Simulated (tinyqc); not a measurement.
# Worked calculation: on-chip interconnect, size-dependent resistivity and RC delay

Computed by the program tinyqc: `OMP_NUM_THREADS=1 python tinyqc.py 2100118 2100119 out.jsonl`, one thread of a shared Intel Xeon 2.30GHz, about 0.01 s for the whole run. Printed values are rounded.

A rectangular line between two neighbours and two ground planes. Surface and grain-boundary scattering are added to the bulk resistivity as corrections; capacitances are parallel-plate values without fringing; inductance is ignored.

Inputs (values chosen for the exercise); metal values close to those of copper: bulk resistivity rho0 = 1.71 uohm cm; bulk mean free path lam = 40.2 nm; specular share of surface scattering ps = 0; reflection coefficient of grain boundaries Rg = 0.31; grain size over the metal width gr = 1; drawn line width wd = 92 nm; aspect ratio, height over width AR = 2.4; liner on both walls and the bottom, not conducting tl = 2.7 nm; space to the neighbouring lines sp = 180 nm; dielectric height to the planes above and below hd = 110 nm; relative permittivity of the dielectric ek = 3.9; Miller factor of the neighbours Mf = 0; line length Lw = 270 um; driver resistance Rd = 8400 ohm; load capacitance Cl = 0.52 fF; time step dt = 41 ps.

Constants: eps0 = 8.8541878128e-12 F/m. Results are converted to the units shown.

## Resistivity, resistance and capacitance per length

Metal width x = wd - 2 tl, height y = AR wd - tl; grain boundaries (Mayadas-Shatzkes): al = (lam/(gr x)) Rg/(1 - Rg), g = 1/[1 - 3 al/2 + 3 al^2 - 3 al^3 ln(1 + 1/al)] - 1; surfaces (Fuchs-Sondheimer, thick limit): s = (3/8) lam (1 - ps)(1/x + 1/y); rho = rho0 (1 + g + s); r = rho/(x y); c = eps0 ek (2 wd/hd + 2 Mf AR wd/sp).

x = 86.6 nm
y = 218.1 nm
al = 0.208555
g = 0.298972
s = 0.243196
rho = 2.63711 uohm cm
r = 1.39622 ohm/um
c = 0.0577615 fF/um

rho is 1.54 times the bulk value; grain boundaries add more (0.299 against 0.243). The liner takes 7.02 % of the cross-section.

## Ladder and Elmore delays

4 equal pi sections: series Rs = r Lw/4; node capacitances c Lw/4, halved at nodes 0 and 4, with Cl added to node 4; Rd feeds node 0. Elmore delay of node k: the sum, over the resistors on the path to k, of resistance times all capacitance downstream of it.

Rs = 94.2449 ohm

```
node   C (fF)  Elmore delay (ps)
0     1.94945            135.371
1     3.89890            136.706
2     3.89890            137.674
3     3.89890            138.274
4     2.46945            138.507
```

The far-end value equals Rd (c Lw + Cl) + r Lw (c Lw/2 + Cl) for any number of pi sections; the line resistance contributes 2.26 % of it.

## Step 1: node voltages after a time step

v at t = 0, node 0 to 4 (V): [0, 0, 0, 0, 0]

A 1 V step is applied behind Rd at t = 0. C dv/dt = -G v + b, with G the conductance matrix of the ladder (1/Rs between neighbours, 1/Rd added at node 0) and b = (1 V/Rd, 0, ...). Trapezoidal step: (C/dt + G/2) v(new) = (C/dt - G/2) v + b.

v at t = 1 dt, node 0 to 4 (V): [0.285209, 0.268526, 0.256656, 0.249387, 0.246587]

## Step 2: node voltages after a time step

As before.

v at t = 2 dt, node 0 to 4 (V): [0.446300, 0.450195, 0.452533, 0.453782, 0.454224]

## Course in time

A 1 V step is applied behind Rd at t = 0. C dv/dt = -G v + b, with G the conductance matrix of the ladder (1/Rs between neighbours, 1/Rd added at node 0) and b = (1 V/Rd, 0, ...). Trapezoidal step: (C/dt + G/2) v(new) = (C/dt - G/2) v + b. The last column solves the same ladder exactly by its modes.

Voltages (V):
```
t (ps)  node 0  node 2  node 4  node 4, exact
41.00   0.2852  0.2567  0.2466         0.2521
82.00   0.4463  0.4525  0.4542         0.4450
123.0   0.6134  0.5918  0.5847         0.5882
164.0   0.6914  0.7006  0.7029         0.6944
205.0   0.7929  0.7755  0.7704         0.7732
246.0   0.8262  0.8366  0.8389         0.8317
287.0   0.8909  0.8762  0.8725         0.8751
328.0   0.9005  0.9111  0.9132         0.9073
369.0   0.9443  0.9315  0.9287         0.9312
410.0   0.9415  0.9519  0.9537         0.9490
451.0   0.9733  0.9618  0.9598         0.9621
492.0   0.9643  0.9743  0.9757         0.9719
```

The far end of the ladder reaches 0.5 V at 96.33 ps, 0.696 of its Elmore delay (ln 2 = 0.693 for a single pole); the slowest mode has a time constant of 137.4 ps. The largest error of the trapezoidal steps at that node is 9.2 mV. Node 0 swings up and down from step to step: the trapezoidal rule does not damp modes much faster than dt, so these swings are numerical.
